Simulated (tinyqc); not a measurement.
Superjunction drift layer against a plain one, charge balance: one step of the calculation.

Alternating n and p pillars of equal width wp, doping N and length Lp. When depleted, the lateral field peaks at Ex = q N wp/(2 eps0 eps_r) at the pillar junctions and a uniform vertical field Ey is added; breakdown is taken where Ex^2 + Ey^2 = Ef^2. Only the n pillars conduct, narrowed by the zero-bias depletion. A first-order model: the field peaks at the pillar ends are left out.

Problem. Loss of breakdown voltage by imbalance. An imbalance dl leaves the mean net doping |dl| N/2, which tilts the vertical field by s = q |dl| N/(2 eps0 eps_r): BV(dl) = Ey Lp - s Lp^2/2, or Ey^2/(2 s) if the field reaches zero inside the pillar.

Inputs (values chosen for the exercise); values close to those of 4H silicon carbide:
```
symbol  value  unit                                     meaning
eps_r    9.92        relative permittivity of the semiconductor
BV       2500     V                    wanted breakdown voltage
dl         -9     %                charge imbalance (Nn - Np)/N
```

Constants: q = 1.602176634e-19 C, eps0 = 8.8541878128e-14 F/cm where lengths are in cm. Results are converted to the units shown.

N = 6.0303524e16 cm^-3
Ey = 1.9052559 MV/cm
Lp = 13.121597 um

Wanted: tilt s; BV(dl); loss.

Solution.

tilt s = 49.500 kV/(cm um)
BV(dl) = 2073.9 V
loss = 17.045 %

Numbers from tinyqc (`OMP_NUM_THREADS=1 python tinyqc.py 2590058 2590059 out.jsonl`; about 0.01 s on one thread of a shared Intel Xeon 2.30GHz).
